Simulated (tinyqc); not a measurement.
Length of a polyene: Hueckel, PPP and singles CI along the polyenes. Computed by the program tinyqc. 

All-trans chains of carbon centres 1.40 angstrom apart:
```
parameter                               value
beta (eV), times 1 +/- alternation  -2.310000
alternation                          0.100000
W (eV)                              11.160000
gamma_rr (eV)                        9.910000
repulsion formula                        Ohno
```

Hueckel uses the same beta without repulsion; CIS keeps all single excitations and so misses the low, doubly excited 2Ag state. W is the valence ionisation energy of a centre, MN the Mataga-Nishimoto formula, f the oscillator strength.

Gaps and excitations (eV):
```
centres  Hueckel gap  PPP orbital gap  bright singlet (CIS)       f  lowest triplet (CIS)
2             5.0820          12.2185                6.4687  0.5546                3.6953
4             3.4118           9.8575                5.1370  1.0196                2.7294
6             2.6483           8.6786                4.3678  1.4168                2.2718
8             2.2175           7.9887                3.8805  1.7715                2.0294
10            1.9430           7.5461                3.5510  2.0962                1.8877
12            1.7540           7.2441                3.3179  2.4016                1.7988
14            1.6166           7.0287                3.1472  2.6953                1.7397
```

The Hueckel gap tends to 4 x alternation x |beta| = 0.92 eV for long chains. Exchange opens the PPP orbital gap, and the attraction of electron and hole brings the bright state 3.88 eV below it at 14 centres; the triplet lies 1.41 eV lower still.
